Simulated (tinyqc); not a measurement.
Schottky barrier with interface states (Cowley-Sze model), image lowering and contact resistance: one step, computed by the program tinyqc. Command: `OMP_NUM_THREADS=1 python tinyqc.py 3029328 3029329 out.jsonl pinning walk`. One thread of a shared host (Intel(R) Xeon(R) Processor @ 2.30GHz), about 0.01 s of CPU time with the checks.

An n-type semiconductor under a metal. The barrier lies between the Schottky-Mott limit phi_M - chi and the Bardeen limit E_g - E_n, E_n being the neutrality level of the interface states; the space-charge term of the full Cowley-Sze expression is left out.

Problem. Depletion layer and image lowering under reverse bias. N_c = 2 M_c (2 pi m_e k_B T/h^2)^(3/2); xi = E_c - E_F solves N = N_c F_1/2(-xi/k_B T) (bisection; full ionisation). F_1/2(eta) = (2/sqrt(pi)) int_0^infinity sqrt(x)/(1 + exp(x - eta)) dx, by the trapezoid rule in t = sqrt(x) with step 0.02 up to t = 12 (for eta < -12 by exp(eta) - exp(2 eta)/2^(3/2)). V_bi = phi_B - xi; W = sqrt(2 eps_s eps_0 (V_bi + V_r - k_B T/e)/(e N)); field at the metal E_m = e N W/(eps_s eps_0); image lowering sqrt(e E_m/(4 pi eps_s eps_0)).

Inputs (values chosen for the exercise, for a model semiconductor): dielectric constant eps_s = 12.9; electron mass m_e = 0.221 m_0; valleys M_c = 1; donor density N = 3e+16 cm^-3; temperature T = 350 K; reverse bias V_r = 0.45 V.

Pinning factor from: interface states.

barrier phi_B = 1.369233 eV

Constants: k_B = 8.617333262e-05 eV/K; m_0 = 9.1093837015e-31 kg; k_B = 1.380649e-23 J/K; h = 6.62607015e-34 J s; eps_0 = 8.8541878128e-12 F/m; e = 1.602176634e-19 C.

Give: N_c; xi; built-in voltage V_bi; depletion width W; field E_m; image lowering.

Solution.

N_c = 3.285e+18 cm^-3

xi = 0.1415 eV

built-in voltage V_bi = 1.228 V

depletion width W = 279.8 nm

field E_m = 1.178e+05 V/cm

image lowering = 0.03626 eV
